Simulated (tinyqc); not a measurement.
What moves the results: band offset from the macroscopic average of a supercell potential. A value that a table varies takes the place of the one given here.

A model of the planar-averaged electrostatic energy of an electron in a periodic cell of N1 periods of A (L1 = N1 n1 h) and N2 periods of B (L2 = N2 n2 h), on z_j = j h: V(z) = f VA + (1 - f) VB + F t(z), VA = V1[0] + V1[1] cos(2 pi z/(n1 h)) + V1[2] cos(4 pi z/(n1 h)), VB the same with V2, n2 and z - L1. f = [tanh(z/w) - tanh((z - L1)/w) + tanh((z - L1 - L2)/w)]/2 + 1/2; t(z) = z - L1/2 in A and (L1/L2)(L1 + L2/2 - z) beyond, so that the cell is periodic.

Running mean over n points, periodic: for odd n the plain mean of the n points centred on j; for even n the n + 1 points with half weight at both ends. The macroscopic average applies the mean over n1 points and then over n2 points.

dEv = Ev(A) - Ev(B) = Ev1 - (dV + Ev2); dEc = Ec(B) - Ec(A) = Eg2 - Eg1 - dEv. The correction of a gap, c = Eg[1] - Eg[0], lowers the valence top by fv c and leaves dV, a ground-state quantity, as it is. Type I: dEv and dEc of one sign; II: opposite signs; III: no overlap of the gaps.

Values chosen for the exercise (gaps near those of Si and GaP; not measured data): h = 0.25 angstrom (grid step); n1 = 5 (grid points per period of A); n2 = 6 (grid points per period of B); V1 = (-7.02, 3.98, -0.88) eV (mean and two harmonics of the potential in A); V2 = (-11.48, 4.58, 0.46) eV (the same in B); w = 0.51 angstrom (width of the interfaces); N1 = 5 (periods of A); N2 = 5 (periods of B); F = 0 eV/angstrom (slope in A from opposite charges on the two interfaces); Ev1 = 6.13 eV (valence top of bulk A above its mean potential); Eg1 = (0.59, 1.14) eV (gap of A: semi-local value, corrected value); Ev2 = 9.62 eV (valence top of bulk B above its mean potential); Eg2 = (1.61, 2.3) eV (gap of B: semi-local value, corrected value).

## How thick the regions must be

N1 = N2 = N, no slope (F = 0); dV is read at j = floor(N n1/2) and N n1 + floor(N n2/2). The exact value is V2[0] - V1[0].

Results:
```
N  L1 (angstrom)  dV (eV)  error (meV)
1           1.25  -1.5413      2918.69
2           2.50  -3.7843       675.66
3           3.75  -4.4261        33.94
4           5.00  -4.4555         4.49
5           6.25  -4.4597         0.30
6           7.50  -4.4600         0.03
```

The error is below 10 meV from N = 4 on. The two windows together span 2.75 angstrom and must fit between the interface tails, which fall as exp(-2 z/w); the errors at N = 2, 3 and 4 are 675.66, 33.94 and 4.49 meV.

## The choice of windows

dV read at j = 12 and 40 after means over the numbers of points listed; ripple is the spread over the five points around each.

Results:
```
windows  dV (eV)  ripple in A (meV)  ripple in B (meV)
none      -5.088               6591               6180
5 only    -5.468                  0               1512
6 only    -4.880               1002                  0
6, 7      -4.358                216                  0
5, 6      -4.460                  2                  0
```

Which rows can be used, and how does a wrong window show?

The last row matches both periods and lies 0 meV from the value of a thick cell, V2[0] - V1[0] = -4.460 eV. Against it the raw potential errs by -0.63 eV. No other row is within 20 meV of it. A window one point too long leaves a ripple of 1002 meV in A, against 2 meV in the last row: the ripple is the sign to look for. Rows to use, with under 30 meV of ripple in both regions once the tilt is taken off: 5, 6. A row with a large ripple can hit the right value only by chance.

## Where the gap correction goes

dV = B - A = -4.4597 eV

fv1 and fv2 are varied.

Offsets (eV):
```
fv1  fv2    dEv     dEc
0.0  0.0  0.970   0.190
0.5  0.5  1.040   0.120
1.0  1.0  1.110   0.050
0.0  1.0  1.660  -0.500
1.0  0.0  0.420   0.740
0.3  0.7  1.288  -0.128
```

dEv + dEc = 1.160 eV in every row, but dEv alone spans 1.24 eV, the sum of the two corrections. A scissor on the conduction bands alone (first row) keeps the semi-local dEv; with equal shares fv the shift is fv times the difference of the corrections, +0.14 eV, against their sum of 1.24 eV: most of the error cancels if the shares are alike.

(tinyqc, `OMP_NUM_THREADS=1 python tinyqc.py 1880275 1880276 out.jsonl`, Intel(R) Xeon(R) Processor @ 2.30GHz, 1 thread, shared host, about 0.01 s.)
